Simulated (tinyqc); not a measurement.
# Single-photon avalanche diode, trigger probability and counting, step by step

Program tinyqc, `OMP_NUM_THREADS=1 python tinyqc.py 2630041 2630042 out.jsonl`; Intel Xeon 2.30GHz, shared host, one thread, about 0.01 s. Printed values are rounded.

A multiplication layer of width W with the uniform field V/W; alpha = an exp(-bn/E) for electrons, beta = ap exp(-bp/E) for holes (local model, no dead space). a = alpha W, b = beta W. Electrons enter at x = 0, holes at x = W. P0 is the probability that an electron entering at 0 starts a lasting avalanche, PW the same for a hole entering at W.

Inputs (values chosen for the exercise); ionisation coefficients close to those of germanium: electron prefactor an = 1.59e7 1/cm; electron field bn = 1.59 MV/cm; hole prefactor ap = 1.01e7 1/cm; hole field bp = 1.27 MV/cm; width of the multiplication layer W = 1 um; excess bias Vx = 3.9 V; probability that a photon makes a pair that enters the layer eta = 0.7; thermal generation rate in the layer Gd = 110 1/s; dead time td = 5 ns; diode capacitance Cd = 90 fF; quench resistance Rq = 50 kohm; trapping probability per avalanche carrier pa = 1.4e-7; trap release time tt = 7.7 ns; photon rate nph = 2.2e5 1/s.

Constants: q = 1.602176634e-19 C. Results are converted to the units shown.

## Ionisation integrals at and above breakdown

breakdown voltage VB = 19.8617 V

Breakdown: ln(a/b) = a - b with a not equal to b. VB is given; V = VB + Vx.

E at VB = 0.198617 MV/cm
a at VB = 0.530528
b at VB = 1.68789
E at V = 0.237617 MV/cm
a = 1.97395
b = 4.82091

At VB, ln(a/b) = -1.157 equals a - b.

## Iteration 1: trigger probability by substitution

P0 at the start = 0.5

PW = P0 exp(b - a)/(1 - P0 + P0 exp(b - a)); P0(new) = 1 - (1 - PW)^(a/b).

PW = 0.945161
P0 after iteration 1 = 0.695413

## Iteration 2: trigger probability by substitution

As before.

PW = 0.975217
P0 after iteration 2 = 0.779974

## Course of the iteration: trigger probability by substitution

Stop when P0 changes by less than 1e-9, or after 400 iterations. The rule counts as met only at a root strictly between 0 and 1.

Course of the iteration:
```
iteration        P0  |change|
1          0.695413     0.195
2          0.779974    0.0846
3          0.815577    0.0356
4          0.831323    0.0157
5          0.838556   7.23e-3
6          0.841950   3.39e-3
7          0.843560   1.61e-3
8          0.844328   7.68e-4
9          0.844696   3.67e-4
...             ...       ...
19         0.845033   2.35e-7
20         0.845033   1.13e-7
21         0.845033   5.41e-8
22         0.845034   2.59e-8
23         0.845034   1.24e-8
24         0.845034   5.96e-9
25         0.845034   2.86e-9
26         0.845034   1.37e-9
27         0.845034  6.57e-10
```

Converged in 27 iterations. At the end each change is about 0.48 times the one before: linear convergence.

## Detection, dark counts, afterpulses and dead-time loss

P0 = 0.845034
Pm = 0.944574

Pm is the mean trigger probability of pairs made evenly in the layer. PDP = eta P0; dark counts Gd Pm; avalanche charge Cd Vx/q; afterpulse probability pa (Cd Vx/q) exp(-td/tt) Pm; true rate n = nph PDP + dark counts; measured n/(1 + n td) (non-paralysable) or n exp(-n td) (paralysable); recharge time Rq Cd.

PDP = 0.591523
dark counts = 103.903 1/s
avalanche charge = 2.19077e6 electrons
afterpulse probability = 15.1339 %
true rate = 1.30239e5 1/s
measured, non-paralysable = 1.30154e5 1/s
measured, paralysable = 1.30154e5 1/s
recharge time = 4.5 ns

Dead time hides 0.065 % of the events in the first model and 0.065 % in the second.
